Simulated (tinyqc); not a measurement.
# Signal and retention of a DRAM cell, step by step

tinyqc, about 0.01 s, one thread, Intel Xeon 2.30GHz (shared host): `OMP_NUM_THREADS=1 python tinyqc.py 2130059 2130060 out.jsonl` Printed values are rounded.

A stored one starts at Vd and leaks: Cs dV/dt = -I(V), I = a sqrt((V + Vb)/(Vd + Vb)) + b, with a = Ig exp[-(Eg1 q/kB)(1/T - 1/T0)] (generation in a depletion layer) and b = Is exp[-(Es q/kB)(1/T - 1/T0)]. The bit line is precharged to Vd/2, and charge sharing gives the signal (V - Vd/2) Cs/(Cs + Cb).

Values chosen for this exercise: array voltage Vd = 1.5 V; cell capacitance Cs = 22 fF; bit-line capacitance Cb = 73 fF; smallest signal that the sense amplifier resolves dm = 40 mV; built-in plus back-bias voltage of the storage junction Vb = 1.45 V; junction leakage at V = Vd and T0 Ig = 1.8 fA; voltage-independent leakage at T0 Is = 1.9 fA; activation energy of Is Es = 0.27 eV; reference temperature T0 = 358 K; temperature T = 328 K; deviation of ln(retention time) over the cells sg = 0.63; cells Nc = 4.29e9; refresh interval tr = 64 ms; activation energy of Ig Eg1 = 0.53 eV.

Constants: q = 1.602176634e-19 C, kB = 1.380649e-23 J/K. Results are converted to the units shown.

Range of the model: Real arrays also hold a tail of unusually leaky cells and cells whose retention varies in time, which this model lacks.

## Signal and margin

The cell fails below Vc = Vd/2 + dm (Cs + Cb)/Cs.

transfer ratio = 0.231579
signal of a fresh one = 173.684 mV
Vc = 0.922727 V
charge that may be lost = 12.7 fC
the same in electrons = 79267.2

## Retention time

With s = sqrt((Vc + Vb)/(Vd + Vb)), the time from Vd to Vc is t = [2 Cs (Vd + Vb)/a] [1 - s - (b/a) ln((a + b)/(a s + b))].

a = 0.373984 fA
b = 0.853308 fA
retention time = 10.5111 s
estimate with the current held at a + b = 10.3480 s

The constant-current estimate is 1.6 % below the true time, since the junction leaks less as V falls.

## Failing cells

This time is the median of a log-normal spread: failing cells = Nc erfc(z/sqrt 2)/2, z = ln(t/tr)/sg. One failure is expected at the interval where that count equals 1.

z = 8.09731
failing cells = 1.20526e-6
interval for one failure = 207.522 ms

The weakest cell of the array lies about 6.23 deviations out, a factor of 50.7 below the median; the chosen interval is shorter than that time.
